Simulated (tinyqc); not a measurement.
Energy and delay of logic against supply voltage: two steps of the calculation.

One expression serves below and above threshold: I(Vg) = Ik [ln(1 + exp((Vg - VT + dd V)/(al nf Vt)))]^al, with I_on = I(V) and I_off = I(0). Gate delay td = kd C V/I_on, clock period LD td. Per gate and cycle the switching energy is act C V^2 and the leakage energy I_off V LD td. No short-circuit current, no variation. Minima are sought above 0.09 V; below a few Vt gates no longer switch and the model has no meaning.

Inputs (values chosen for the exercise); values of the order met in logic technologies:
- T = 300 K (temperature)
- VT = 0.45 V (threshold voltage at zero drain bias)
- nf = 1.38 (slope factor)
- dd = 0.08 (barrier lowering per volt of supply)
- Ik = 2.1 uA (specific current of a gate)
- al = 1.79 (exponent of the current law)
- C = 1 fF (load capacitance of a gate)
- kd = 1.1 (delay factor)
- LD = 16 (logic depth)
- act = 0.2 (activity factor)
- V = 1.06 V (supply voltage)

Constants: q = 1.602176634e-19 C, kB = 1.380649e-23 J/K, Vt = kB T/q. Results are converted to the units shown.

Question 1. Currents, delay and energies. I_on, I_off, td, clock frequency 1/(LD td), both energies and their sum.

Find: I_on; I_off; td; clock frequency; switching energy; leakage energy; energy.

Answer 1.

I_on = 150.6 uA
I_off = 0.07503 nA
td = 7.743 ps
clock frequency = 8.072 GHz
switching energy = 224.7 aJ
leakage energy = 0.009853 aJ
energy = 224.7 aJ

I_on/I_off = 2.01e6; leakage makes up 0.00438 % of the energy.

Question 2. New V. Minimum-energy supply: E(V) is the energy per gate and cycle; with h = 0.001 V, E' = (E(V + h) - E(V - h))/(2 h), E'' = (E(V - h) - 2 E(V) + E(V + h))/h^2, V(new) = V - E'/E''.

V at the start = 0.24 V

Find: E'; E''; V after iteration 1.

Answer 2.

E' = 71.95 aJ/V
E'' = 827.1 aJ/V^2
V after iteration 1 = 0.1530 V

tinyqc, about 0.01 s, one thread, Intel Xeon 2.30GHz (shared host): `OMP_NUM_THREADS=1 python tinyqc.py 2082083 2082084 out.jsonl`
